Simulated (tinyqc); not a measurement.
What each parameter does: inter-valley coupling by envelope functions against a chain of atomic planes.

Chain: E(phi) = e0 + 2 v cos(phi) + 2 u cos(2 phi), cos(phi0) = -v/(4u), e0 = 2u + v^2/(4u); plane j = 0, 1, ... has the potential V_j = dE x_j + F (j - 30) a/4 (1 MV/m = 1e-4 V/angstrom). There are 30 barrier planes a side; with y = j - 29.5, x_j = xb (f(y) + f(Nw - y)), f(y) = 1/(1 + exp(y/L)), plus any Ge added in the well. The valley splitting is the spacing of the two lowest levels. Envelope theory: F_j solves a one-valley chain with hopping -b and diagonal 2b + V_j, b = 4u sin^2(phi0), sum F_j^2 = 1; the valleys couple by Dv = sum_j F_j^2 V_j exp(-2 i phi0 j) and split by 2|Dv|.

Inputs chosen for the exercise (near those of the Delta valleys of silicon in a SiGe well; not measured data): a = 5.431 angstrom (lattice constant; planes lie a/4 apart); u = 0.609 eV (second-neighbour hopping); v = 0.648 eV (nearest hopping); Nw = 54 (planes in the well); L = 1.25 planes (interface width); xb = 0.32 (Ge fraction of the barriers); dE = 0.58 eV (offset per unit Ge fraction); F = 8 MV/m (field); js = 43 (plane j of a Ge spike (the well starts at j = 30)); xs = 0.13 (Ge fraction added on that plane).

Chain with the spike on plane js.

Results for these values:
```
case  level (meV)  splitting (micro-eV)
base       31.932                5674.3
```

What happens to each result for Nw = 60, all else kept?

Answer: level falls from 31.932 to 31.870; splitting falls from 5674.3 to 5621.0.

The same for each parameter in turn:
```
case             level (meV)  splitting (micro-eV)
base                  31.932                5674.3
Nw = 60               31.870                5621.0
L = 1.75 planes       32.767                5539.6
xb = 0.37             32.294                5637.7
dE = 0.638 eV         32.395                6096.0
F = 10 MV/m           36.486                6244.1
js = 46               31.937                5684.9
xs = 0.169            32.576                6963.9
```

Program tinyqc; command `OMP_NUM_THREADS=1 python tinyqc.py 1480828 1480829 out.jsonl`; about 0.07 s on one thread of a shared Intel(R) Xeon(R) Processor @ 2.30GHz.
